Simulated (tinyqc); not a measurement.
# Global model of a low-pressure process discharge: electron temperature, density, ion flux and ion energy, step by step

A worked calculation. Computed by tinyqc, a small Python program that keeps every step. Command: `OMP_NUM_THREADS=1 python tinyqc.py 3110822 3110823 out.jsonl plasma walk`. One thread of a shared host (Intel(R) Xeon(R) Processor @ 2.30GHz), about 0.01 s of CPU time with the checks. Intermediate numbers are printed to about 6 digits and carried at full precision; extremes and crossings named in words are read from the listed rows.

Maxwellian electrons with temperature T_e in eV, one positive ion, no negative ions, uniform bulk density n; rate constants have the Arrhenius form.

Inputs (values chosen for the exercise, of the order of those of an inductive discharge in a simple atomic gas): ion mass M = 28 u; ionisation prefactor K0 = 2.3e-14 m^3/s; ionisation energy E_iz = 12.5 eV; excitation prefactor X0 = 6.4e-15 m^3/s; excitation energy E_ex = 8.48 eV; elastic rate constant K_el = 1.5e-13 m^3/s; ion-neutral cross section = 1e-18 m^2; pressure p = 4.1 Pa; gas temperature T_g = 500 K; radius R = 24 cm; height L = 17 cm; absorbed power P = 950 W; bias power P_b = 97 W; radius of the biased electrode = 15 cm; bias frequency = 27 MHz; mixing = 0.2.

Constants: k_B = 1.380649e-23 J/K; e = 1.602176634e-19 C; u = 1.6605390666e-27 kg; m_0 = 9.1093837015e-31 kg; eps_0 = 8.8541878128e-12 F/m.

## Geometry factors

n_g = p/(k_B T_g); lambda_i = 1/(n_g sigma); h_L = 0.86/sqrt(3 + L/(2 lambda_i)), h_R = 0.8/sqrt(4 + R/lambda_i); A_eff = 2 pi R^2 h_L + 2 pi R L h_R; d_eff = pi R^2 L/A_eff.

gas density n_g = 5.93924e+20 1/m^3

ion mean free path = 0.168372 cm

h_L = 0.117595

h_R = 0.0660860

A_eff = 595.004 cm^2

d_eff = 51.7013 cm

Caution: at so short an ion path the formulas for h_L and h_R give way to the ambipolar-diffusion limit.

## A fixed-point cycle for T_e

Particle balance: K0 exp(-E_iz/T_e) n_g d_eff = u_B, u_B = sqrt(e T_e/M). Cycle: T_out = T sqrt(loss/creation) with loss/creation = u_B/(K0 exp(-E_iz/T) n_g d_eff); T -> T + mixing (T_out - T), kept between 0.3 and 60 eV, from 3 eV; stop at |T_out - T| < 1e-9 eV or after 60 steps.

Course:
```
step   T (eV)  T_out (eV)  residual (eV)
0     3.00000     0.51408   -2.48592e+00
1     2.50282     0.62001   -1.88281e+00
2     2.12625     0.78695   -1.33930e+00
3     1.85839     1.01590   -8.42490e-01
4     1.68990     1.26150   -4.28391e-01
5     1.60422     1.44022   -1.64000e-01
6     1.57142     1.52241   -4.90115e-02
...       ...         ...            ...
13    1.55818     1.55817   -3.04537e-06
14    1.55817     1.55817   -7.54583e-07
15    1.55817     1.55817   -1.86970e-07
16    1.55817     1.55817   -4.63273e-08
17    1.55817     1.55817   -1.14790e-08
18    1.55817     1.55817   -2.84425e-09
19    1.55817     1.55817   -7.04745e-10
```

last residual = 7.04745e-10 eV

Converged in 20 steps.

## Electron temperature

Root found by bracketing.

T_e = 1.55817 eV

Bohm velocity u_B = 2317.18 m/s

K_iz = 7.54618e-18 m^3/s

## Energy per pair and density

E_c = E_iz + (X0 exp(-E_ex/T_e) E_ex + K_el (3 m_0/M) T_e)/K_iz; wall potential V_s = (T_e/2) ln(M/(2 pi m_0)); E_T = E_c + 2 T_e + T_e/2 + V_s; n = P/(e u_B A_eff E_T); ion current density J = e h_L n u_B; ionised share n/n_g.

collisional loss per pair E_c = 45.4593 eV

wall potential V_s = 7.01374 V

E_T = 56.3685 eV

plasma density n = 7.62953e+11 1/cm^3

ion current density J = 3.33086 mA/cm^2

ionised share = 0.00128460

Collisions take 81 % of the power and the walls the rest. T_e came from the particle balance alone; the power sets only n.

## Biased electrode

All bias power goes to ions: V_b = P_b/(J pi r^2). Debye length at the sheath edge lambda_D = sqrt(eps_0 T_e/(e h_L n)); Child-law sheath s = (sqrt2/3) lambda_D (2 V/T_e)^(3/4), V = V_b + V_s; ion transit time tau_i = 3 s sqrt(M/(2 e V)); collisions in the sheath s/lambda_i.

bias voltage V_b = 41.1987 V

lambda_D = 30.9802 micrometre

sheath width s = 0.322224 mm

ion transit time = 53.0313 ns

transit time over bias period = 1.43185

s/lambda_i = 0.191376

## Pressure series at fixed power

n_g = p/(k_B T_g), lambda_i = 1/(n_g sigma), K_iz = K0 exp(-E_iz/T_e), h_L = 0.86/sqrt(3 + L/(2 lambda_i)), h_R = 0.8/sqrt(4 + R/lambda_i), A_eff = 2 pi R^2 h_L + 2 pi R L h_R and d_eff = pi R^2 L/A_eff follow p. E_c = E_iz + (X0 exp(-E_ex/T_e) E_ex + K_el (3 m_0/M) T_e)/K_iz; E_T = E_c + (5/2) T_e + (T_e/2) ln(M/(2 pi m_0)); n = P/(e u_B A_eff E_T); J = e h_L n u_B. Pressures without a root below 2 E_iz are left out.

Against pressure:
```
p (Pa)  T_e (eV)  E_c (eV)  E_T (eV)   n (1/cm^3)  J (mA/cm^2)
0.1      5.29396   17.5639    54.628  1.12292e+11      3.21264
0.2      3.69578   19.5440    45.419  1.87471e+11      3.94410
0.5      2.63147   23.4885    41.912  3.19149e+11      4.37611
1.0      2.15019   28.0800    43.134  4.48999e+11      4.30342
2.0      1.81313   34.8500    47.544  6.00176e+11      3.93273
5.0      1.49976   49.3253    59.825  8.05669e+11      3.14072
10.0     1.32614   67.7108    76.995  9.32087e+11      2.44456
20.0     1.18876   98.7227   107.045  9.96327e+11      1.75988
```

T_e falls from 5.29 to 1.19 eV, n changes by a factor 8.9 and J by 0.55; in J = P h_L/(A_eff E_T), E_T changes by a factor 1.96 and is least at 0.5 Pa, between wall losses at high T_e and excitation losses at low T_e.

Checks made by the program: cycle against bracketing (relative difference 1e-10).
